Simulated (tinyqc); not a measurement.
Thinning the film: dielectric confinement in a thin film (image charges).

A film |z| < t/2 of dielectric constant eps between half-spaces of dielectric constant e2; lam = (eps - e2)/(eps + e2), q = e^2/(4 pi eps0). The self-energy of a band edge is taken with the high-frequency value, e2 = eh, and the field of a fixed ion with the static one, e2 = eo. A charge at z has images lam^|n| at n t + (-1)^n z. Its self-energy is S(z) = (q/2 eps) sum over n >= 1 of lam^n [1/(n t - 2z) + 1/(n t + 2z)] for odd n and 2 lam^n/(n t) for even n; at the centre S(0) = -(q/(eps t)) ln(1 - lam).

Donor at the centre, lam from the static eo, trial function cos(pi z/t) exp(-rho/l): E(l) = c/(m l^2) - (q/eps) times the integral over k of F(k t) (1 + (k l/2)^2)^(-3/2), with F(x) = F0 + 2 lam exp(-x) G/(1 - lam exp(-x)), F0 = 2[(1 - exp(-x/2))/x + x (1 + exp(-x/2))/(x^2 + 4 pi^2)], G = 2 sinh(x/2)[1/x - x/(x^2 + 4 pi^2)]; c = hbar^2/2m0. The binding energy is -E at the minimum, counted from the subband edge with its self-energy.

Constants: e^2/(4 pi eps0) = 14.39964547 eV angstrom; hbar^2/2m0 = 3.80998211 eV angstrom^2; Ry = 13.60569312 eV.

Values chosen for the exercise (near those of a Ge film between layers of HfO2; not measured data): eps = 15.6 (dielectric constant of the film); eh = 4.1 (high-frequency dielectric constant outside); eo = 21.8 (static dielectric constant outside); m = 0.154 m0 (mass in the plane); mz = 0.116 m0 (mass across the film); ts = (12, 18, 26, 38, 55, 80, 120) angstrom (thicknesses).

<S> is the mean over (2/t) cos^2(pi z/t); confinement c (pi/t)^2/mz; donor binding with and without images.

Results:

| t (angstrom) | <S> (meV) | confinement (meV) | binding, no images (meV) | binding (meV) | l (angstrom) |
|---|---|---|---|---|---|
| 12 | 77.3 | 2251.1 | 28.4 | 18.4 | 37.0 |
| 18 | 51.6 | 1000.5 | 26.5 | 18.1 | 38.0 |
| 26 | 35.7 | 479.5 | 24.4 | 17.6 | 39.5 |
| 38 | 24.4 | 224.5 | 22.1 | 16.8 | 41.9 |
| 55 | 16.9 | 107.2 | 19.7 | 15.6 | 45.2 |
| 80 | 11.6 | 50.7 | 17.2 | 14.2 | 49.6 |
| 120 | 7.7 | 22.5 | 14.6 | 12.4 | 55.8 |

Between 120 and 12 angstrom the binding goes from 12.4 to 18.4 meV; quantum confinement alone would take it from 14.6 to 28.4, so the images supply -2.2 and -10.0 meV. |<S>| goes as 1/t and exceeds the confinement energy beyond 349 angstrom. Hard-wall energies above 300 meV (up to t = 26 angstrom) overstate the confinement: walls are finite and valleys non-parabolic.

(tinyqc, `OMP_NUM_THREADS=1 python tinyqc.py 1282357 1282358 out.jsonl`, Intel(R) Xeon(R) Processor @ 2.30GHz, 1 thread, shared host, about 0.07 s.)
